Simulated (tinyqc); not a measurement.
LDA (VWN5) atom on a uniform radial grid, spin-unpolarised, for C+, step by step. Computed by tinyqc, a small Python program that keeps every step. Settings: Z = 6, points = 64, R = 7.6, functional = lda,vwn, mixing = 1.0, iteration cap = 71. Command: `OMP_NUM_THREADS=1 python tinyqc.py 30528 30529 out.jsonl` (the two numbers bound the seeds that draw the settings). One thread of a shared host (Intel(R) Xeon(R) Processor @ 2.60GHz), about 0.04 s of CPU time with the checks. Later iterations appear only in the table of the cycle.

## Iteration 1

Spherical atom on a uniform radial grid r_j = j h with h = R/(N + 1), h sum u^2 = 1 and integrals as h times sums, u(0) = u(R) = 0 (atomic units):

| parameter | value |
|---|---|
| Z | 6 |
| points N | 64 |
| R | 7.600000 |
| h | 0.116923 |
| mixing | 1.000000 |
| electrons in 1s | 2 |
| electrons in 2s | 2 |
| electrons in 2p | 1 |

Three-point differences turn -u''/2 + [l(l+1)/2r^2 - Z/r + V] u = e u into a tridiagonal matrix (diagonal 1/h^2 + potential, off-diagonal -1/2h^2). D = sum f u^2; the Hartree potential y/r solves y'' = -D/r with y(0) = 0, y(R) = N_e; v_xc comes from rho = D/(4 pi r^2); E = sum f e - int D V + int D (V_H/2 + eps_xc); V(new) = V + mixing (V_H + v_xc - V).

eigenvalues (hartree): 1s -16.20499, 2s -4.36949, 2p -4.54965

Every 4th grid point:

| r | V in | u(1s) | u(2s) | u(2p) | D | V_H | v_xc |
|---|---|---|---|---|---|---|---|
| 0.46769 | 0.00000 | 0.90945 | -0.40955 | 0.98756 | 2.96492 | 7.80188 | -1.09051 |
| 0.93538 | 0.00000 | 0.13299 | -1.05258 | 0.94236 | 3.13926 | 4.97704 | -0.71773 |
| 1.40308 | 0.00000 | 0.01459 | -0.71935 | 0.51220 | 1.29771 | 3.52125 | -0.42445 |
| 1.87077 | 0.00000 | 0.00142 | -0.35027 | 0.22107 | 0.29425 | 2.66839 | -0.22674 |
| 2.33846 | 0.00000 | 0.00013 | -0.14470 | 0.08409 | 0.04895 | 2.13776 | -0.11584 |
| 2.80615 | 0.00000 | 1.14e-05 | -0.05420 | 0.02953 | 0.00675 | 1.78176 | -0.05750 |
| 3.27385 | 0.00000 | 9.73e-07 | -0.01902 | 0.00981 | 0.00082 | 1.52725 | -0.02775 |
| 3.74154 | 0.00000 | 8.13e-08 | -0.00637 | 0.00313 | 0.00009 | 1.33635 | -0.01300 |
| 4.20923 | 0.00000 | 6.69e-09 | -0.00206 | 0.00097 | 9.44e-06 | 1.18787 | -0.00592 |
| 4.67692 | 0.00000 | 5.43e-10 | -0.00065 | 0.00029 | 9.27e-07 | 1.06908 | -0.00263 |
| 5.14462 | 0.00000 | 4.37e-11 | -0.00020 | 0.00009 | 8.73e-08 | 0.97189 | -0.00115 |
| 5.61231 | 0.00000 | 0 | -0.00006 | 2.53e-05 | 7.94e-09 | 0.89090 | -0.00050 |
| 6.08000 | 0.00000 | 0 | -1.80e-05 | 7.26e-06 | 7.01e-10 | 0.82237 | -0.00021 |
| 6.54769 | 0.00000 | 0 | -5.28e-06 | 2.06e-06 | 6.00e-11 | 0.76363 | -0.00009 |
| 7.01538 | 0.00000 | 0 | -1.47e-06 | 5.56e-07 | 0 | 0.71272 | -3.65e-05 |
| 7.48308 | 0.00000 | 0 | -2.06e-07 | 7.64e-08 | 0 | 0.66817 | 0.00000 |

total energy = -31.5547731 hartree

## Iteration 2

As before.

eigenvalues (hartree): 1s -7.50736, 2s -0.54847, 2p -0.30988

Every 4th grid point:

| r | V in | u(1s) | u(2s) | u(2p) | D | V_H | v_xc |
|---|---|---|---|---|---|---|---|
| 0.46769 | 6.71137 | 1.02112 | -0.05470 | 0.33429 | 2.20312 | 6.12331 | -0.99275 |
| 0.93538 | 4.25931 | 0.24066 | -0.60884 | 0.58644 | 1.20111 | 4.00402 | -0.53226 |
| 1.40308 | 3.09680 | 0.04710 | -0.75928 | 0.66206 | 1.59576 | 3.08248 | -0.45233 |
| 1.87077 | 2.44165 | 0.00865 | -0.69326 | 0.63141 | 1.36004 | 2.49130 | -0.36096 |
| 2.33846 | 2.02191 | 0.00154 | -0.55532 | 0.55196 | 0.92144 | 2.06788 | -0.27984 |
| 2.80615 | 1.72426 | 0.00027 | -0.41515 | 0.45878 | 0.55518 | 1.75403 | -0.21502 |
| 3.27385 | 1.49950 | 4.64e-05 | -0.29793 | 0.36942 | 0.31400 | 1.51614 | -0.16514 |
| 3.74154 | 1.32335 | 7.97e-06 | -0.20823 | 0.29098 | 0.17139 | 1.33188 | -0.12720 |
| 4.20923 | 1.18194 | 1.36e-06 | -0.14284 | 0.22522 | 0.09153 | 1.18609 | -0.09832 |
| 4.67692 | 1.06644 | 2.32e-07 | -0.09653 | 0.17150 | 0.04805 | 1.06839 | -0.07618 |
| 5.14462 | 0.97074 | 3.93e-08 | -0.06432 | 0.12820 | 0.02471 | 0.97164 | -0.05899 |
| 5.61231 | 0.89040 | 6.66e-09 | -0.04213 | 0.09344 | 0.01228 | 0.89082 | -0.04540 |
| 6.08000 | 0.82216 | 1.13e-09 | -0.02681 | 0.06534 | 0.00571 | 0.82235 | -0.03434 |
| 6.54769 | 0.76354 | 1.90e-10 | -0.01603 | 0.04218 | 0.00229 | 0.76362 | -0.02488 |
| 7.01538 | 0.71268 | 3.17e-11 | -0.00806 | 0.02236 | 0.00063 | 0.71272 | -0.01604 |
| 7.48308 | 0.66817 | 0 | -0.00154 | 0.00438 | 2.39e-05 | 0.66817 | -0.00552 |

total energy = -33.2645529 hartree

## Convergence

Stop when input and output potentials agree to 1e-7.

Course of the cycle (hartree):

| iteration | E | e(1s) | e(2s) | e(2p) | largest \|V(out) - V(in)\| |
|---|---|---|---|---|---|
| 1 | -31.5547731 | -16.20499 | -4.36949 | -4.54965 | 1.09e+01 |
| 2 | -33.2645529 | -7.50736 | -0.54847 | -0.30988 | 2.81e+00 |
| 3 | -33.4640783 | -9.61398 | -1.08053 | -0.87607 | 9.99e-01 |
| 4 | -33.4928075 | -8.82456 | -0.82636 | -0.59318 | 3.66e-01 |
| 5 | -33.4969378 | -9.11511 | -0.91346 | -0.68930 | 1.39e-01 |
| 6 | -33.4975464 | -9.00371 | -0.87883 | -0.65087 | 5.31e-02 |
| 7 | -33.4976355 | -9.04622 | -0.89192 | -0.66538 | 2.03e-02 |
| 8 | -33.4976486 | -9.02993 | -0.88687 | -0.65979 | 7.79e-03 |
| 9 | -33.4976505 | -9.03617 | -0.88880 | -0.66192 | 2.98e-03 |
| 10 | -33.4976508 | -9.03378 | -0.88806 | -0.66110 | 1.14e-03 |
| 11 | -33.4976509 | -9.03469 | -0.88835 | -0.66142 | 4.38e-04 |
| 12 | -33.4976509 | -9.03434 | -0.88824 | -0.66130 | 1.68e-04 |
| 13 | -33.4976509 | -9.03448 | -0.88828 | -0.66134 | 6.43e-05 |
| 14 | -33.4976509 | -9.03442 | -0.88826 | -0.66133 | 2.46e-05 |
| 15 | -33.4976509 | -9.03444 | -0.88827 | -0.66133 | 9.43e-06 |
| 16 | -33.4976509 | -9.03444 | -0.88827 | -0.66133 | 3.61e-06 |
| 17 | -33.4976509 | -9.03444 | -0.88827 | -0.66133 | 1.38e-06 |
| 18 | -33.4976509 | -9.03444 | -0.88827 | -0.66133 | 5.30e-07 |
| 19 | -33.4976509 | -9.03444 | -0.88827 | -0.66133 | 2.03e-07 |
| 20 | -33.4976509 | -9.03444 | -0.88827 | -0.66133 | 7.78e-08 |

Converged in 20 iterations. A uniform grid resolves the cusp poorly: for a bare nucleus this grid gives 1s at -16.20499 against -Z^2/2 = -18 hartree. Before convergence this energy mixes input and output and is not variational, so it may rise towards its limit.
